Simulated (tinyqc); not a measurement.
Read current of a NAND string, cells in series solved by shooting: one step of the calculation.

Cells in series, numbered from 0 at the source line (0 V) to the bit line, each followed by a gap resistance Rg. A cell with gate Vg, threshold VT, source Vs and drain Vd passes I = 2 nf K Vt^2 [F(Vs) - F(Vd)]/(1 + th max(Vg - VT, 0)), F(V) = ln^2(1 + exp((Vg - VT - nf V)/(2 nf Vt))). The selected cell has Vg = Vr, the others Vg = Vp.

Question. Node voltages for a trial current. For a trial current I start at 0 V and, cell by cell (the selected one is cell 5), solve for the drain: sqrt(F(Vd)) = sqrt(F(Vs) - I/k), k = 2 nf K Vt^2/(1 + th max(Vg - VT, 0)), Vd = [Vg - VT - 2 nf Vt ln(exp(sqrt F) - 1)]/nf, then add I Rg.

Parameters, values chosen for the exercise; values of the order met in vertical NAND strings: temperature T = 300 K; gain factor of a cell K = 7.4 uA/V^2; slope factor nf = 1.8; mobility reduction factor th = 0.06 1/V; resistance of the gap between cells Rg = 1.3 kohm; bit-line voltage Vbl = 0.3 V; pass voltage Vp = 6.7 V; read voltage on the selected word line Vr = 3.36 V.

Constants: q = 1.602176634e-19 C, kB = 1.380649e-23 J/K, Vt = kB T/q. Results are converted to the units shown.

second trial current = 0.72 uA
thresholds from the source end, cell 0 to 5 (V): [4, 4, 4, -0.8, -0.8, 1.8]

Give: node voltage after each cell and gap, trial 2.

Answer.

node voltage after each cell and gap, trial 2, cell 0 to 5 (V): [0.04341, 0.08813, 0.1343, 0.1547, 0.1752, 0.2677]

Program tinyqc, `OMP_NUM_THREADS=1 python tinyqc.py 2142017 2142018 out.jsonl`; Intel Xeon 2.30GHz, shared host, one thread, about 0.4 s.
